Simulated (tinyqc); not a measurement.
MOS structure on a p-type body with a surface-enhanced doping, non-linear Poisson equation by Newton steps: effect of the electron quasi-Fermi potential against the body on threshold, swing and body effect.

One dimension, insulator interface at x = 0, acceptor density Na + N0 exp(-x/Ls), net doping C = -(acceptor density). psi is counted from the intrinsic level: n = ni exp((psi - Vb)/Vt), p = ni exp(-psi/Vt); deep in the body psi_b = -Vt ln(Na/ni). The gate acts through Cox = eps0 eox/tox and has the potential psi_G = Vg - (phiM - chi - Vt ln(Nc/ni)). Boltzmann statistics, full ionisation, classical densities, no oxide or interface charge.

ni = sqrt(Nc Nv) exp(-Eg/(2 Vt)), Eg in volts. The Poisson equation d/dx(eps0 eps_r dpsi/dx) = -q (p - n + C), with eps0 eps_r dpsi/dx = -Cox (psi_G - psi_0) at x = 0, is solved on a mesh of about 600 nodes or more. N_inv is the integral of n less its value deep in the body. VT is the Vg at which N_inv = 2e11 cm^-2. m = 1/(dpsi_0/dVg) at N_inv = 1e8 cm^-2; the swing is the Vg between N_inv = 1e8 and 1e9 cm^-2; body coefficient [VT(Vb + 0.05 V) - VT(Vb)]/0.05 V - 1.

Parameters, values chosen for the exercise; band and dielectric values close to those of germanium:
```
symbol    value   unit                                                                 meaning
T           250      K                                                             temperature
Eg         0.67     eV                                                                band gap
eps_r        16                                                          relative permittivity
Nc      8.06e18  cm^-3                                  conduction-band density of states at T
Nv      4.63e18  cm^-3                                     valence-band density of states at T
chi        3.95     eV                                                       electron affinity
Na       5.3e17  cm^-3                                       acceptor density deep in the body
eox         3.9         relative permittivity of the gate insulator (close to silicon dioxide)
tox         2.8     nm                                                     insulator thickness
phiM       3.98     eV                                                      gate work function
N0       4.2e18  cm^-3                                   extra acceptor density at the surface
Ls           17     nm                                                            decay length
```

Constants: q = 1.602176634e-19 C, kB = 1.380649e-23 J/K, Vt = kB T/q, eps0 = 8.8541878128e-14 F/cm where lengths are in cm. Results are converted to the units shown.

Effect of the electron quasi-Fermi potential against the body on threshold, swing and body effect:

| Vb (V) | VT (V) | psi_0 - psi_b at VT (V) | m - 1 | swing (mV/decade) | body coefficient |
|---|---|---|---|---|---|
| 0 | 0.858 | 0.619 | 0.653 | 82.6 | 0.539 |
| 0.3 | 1.30 | 0.922 | 0.462 | 72.9 | 0.404 |
| 0.6 | 1.71 | 1.22 | 0.360 | 67.8 | 0.324 |
| 0.9 | 2.10 | 1.53 | 0.295 | 64.5 | 0.271 |
| 1.2 | 2.48 | 1.83 | 0.250 | 62.2 | 0.233 |
| 1.5 | 2.84 | 2.13 | 0.217 | 60.6 | 0.205 |
| 1.8 | 3.20 | 2.43 | 0.193 | 59.3 | 0.183 |

As Vb goes from 0 to 1.8, VT rises from 0.858 to 3.20 V, the swing falls from 82.6 to 59.3 mV/decade and the body coefficient falls from 0.539 to 0.183. The swing stays within 0.79 % of m Vt ln 10, and the body coefficient within 0.11 of m - 1.

tinyqc, about 0.5 s, one thread, Intel Xeon 2.30GHz (shared host): `OMP_NUM_THREADS=1 python tinyqc.py 2080077 2080078 out.jsonl`
